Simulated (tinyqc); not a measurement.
# Gated two-dimensional channel with two bands, quantum capacitance, step by step

Computed by the program tinyqc: `OMP_NUM_THREADS=1 python tinyqc.py 2200148 2200149 out.jsonl`, one thread of a shared Intel Xeon 2.30GHz, about 0.01 s for the whole run. Printed values are rounded.

phi is the Fermi level above the lowest band edge, in volts; Vg is counted from the gate voltage at which an empty channel would have phi = 0. The channel has no thickness; trap charge is -q Dit phi.

Parameters, values chosen for the exercise; lowest band close to that of monolayer MoS2:

| symbol | value | unit | meaning |
|---|---|---|---|
| T | 300 | K | temperature |
| eox | 8.87 |  | relative permittivity of the gate insulator (close to aluminium oxide) |
| tox | 25 | nm | insulator thickness |
| md | 0.517 | m0 | in-plane mass |
| gv | 2 |  | valley degeneracy |
| m2 | 0.84 | m0 | in-plane mass of a second band, chosen freely |
| g2 | 4 |  | valley degeneracy of that band, chosen freely |
| E2 | 0.15 | eV | second band edge above the first |
| Dit | 3.2e11 | cm^-2 eV^-1 | density of traps |
| Vg | 1.07 | V | gate voltage |

Constants: q = 1.602176634e-19 C, kB = 1.380649e-23 J/K, hbar = 1.054571817e-34 J s, m0 = 9.1093837015e-31 kg, Vt = kB T/q, eps0 = 8.8541878128e-14 F/cm where lengths are in cm. Results are converted to the units shown.

## Gate capacitance

Cox = eps0 eox/tox.

Cox = 0.314147 uF/cm^2

## Starting value

phi = 0.01 V.

phi at the start = 0.01 V

## Iteration 1: new phi

D1 = gv md m0 q/(pi hbar^2), D2 = g2 m2 m0 q/(pi hbar^2) per eV; n1 = D1 Vt ln(1 + exp(phi/Vt)), n2 = D2 Vt ln(1 + exp((phi - E2)/Vt)), n = n1 + n2; Cq = q dn/dphi = q [D1/(1 + exp(-phi/Vt)) + D2/(1 + exp((E2 - phi)/Vt))]. Newton: f = phi + q (n + Dit phi)/Cox - Vg, phi(new) = phi - f/(1 + (Cq + q Dit)/Cox).

n1 = 1.01072e13 cm^-2
n2 = 1.61016e11 cm^-2
Cq = 42.2075 uF/cm^2
f = 4.17850 V
phi after iteration 1 = -0.0208333 V

## Iteration 2: new phi

As before.

n1 = 4.12358e12 cm^-2
n2 = 4.89289e10 cm^-2
Cq = 21.6711 uF/cm^2
f = 1.03378 V
phi after iteration 2 = -0.0355706 V

## Course of the iteration

Stop when the step is below 1e-10 V, or after 40 iterations.

Course of the iteration:
```
iteration  phi before the step (V)   step (V)
1                             0.01    -0.0308
2                       -0.0208333    -0.0147
3                       -0.0355706   -4.02e-3
4                       -0.0395890   -2.67e-4
5                       -0.0398561   -1.11e-6
6                       -0.0398572  -1.92e-11
```

Converged in 6 iterations.

## Charge and capacitances at the solution

converged phi = -0.0398572 V

D1 = gv md m0 q/(pi hbar^2), D2 = g2 m2 m0 q/(pi hbar^2) per eV; n1 = D1 Vt ln(1 + exp(phi/Vt)), n2 = D2 Vt ln(1 + exp((phi - E2)/Vt)), n = n1 + n2; Cq = q dn/dphi = q [D1/(1 + exp(-phi/Vt)) + D2/(1 + exp((E2 - phi)/Vt))]. 1/C_G = 1/Cox + 1/(Cq + q Dit); dphi/dVg = Cox/(Cox + Cq + q Dit).

n = 2.18891e12 cm^-2
Cq = 12.3446 uF/cm^2
C_G = 0.306382 uF/cm^2
dphi/dVg = 0.0247165

C_G is 97.5 % of Cox.
